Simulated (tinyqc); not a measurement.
Jacobi rotations on a symmetric matrix, step by step. One step of it, computed by the program tinyqc.

Question. Jacobi rotation 1. Take the largest off-diagonal element A_pq; tan 2 theta = 2 A_pq / (A_qq - A_pp) with |theta| <= pi/4; A' = J^T A J with J_pp = J_qq = cos, J_pq = sin, J_qp = -sin.

A:
```
           1          2          3          4          5          6
1   0.005000  -0.079000  -0.055000  -0.136000   0.076000  -0.050000
2  -0.079000   0.750000   0.069000  -0.114000   0.003000  -0.034000
3  -0.055000   0.069000   0.777000  -0.022000  -0.091000  -0.153000
4  -0.136000  -0.114000  -0.022000   1.371000  -0.163000  -0.065000
5   0.076000   0.003000  -0.091000  -0.163000   2.123000  -0.157000
6  -0.050000  -0.034000  -0.153000  -0.065000  -0.157000   2.864000
```

Give: p, q, theta; A'.

Answer.

p, q, theta (rad): 4.0000  5.0000  -0.2045

A':
```
         1        2        3        4        5        6
1   0.0050  -0.0790  -0.0550  -0.1177   0.1020  -0.0500
2  -0.0790   0.7500   0.0690  -0.1110   0.0261  -0.0340
3  -0.0550   0.0690   0.7770  -0.0400  -0.0846  -0.1530
4  -0.1177  -0.1110  -0.0400   1.3372   0.0000  -0.0955
5   0.1020   0.0261  -0.0846   0.0000   2.1568  -0.1405
6  -0.0500  -0.0340  -0.1530  -0.0955  -0.1405   2.8640
```
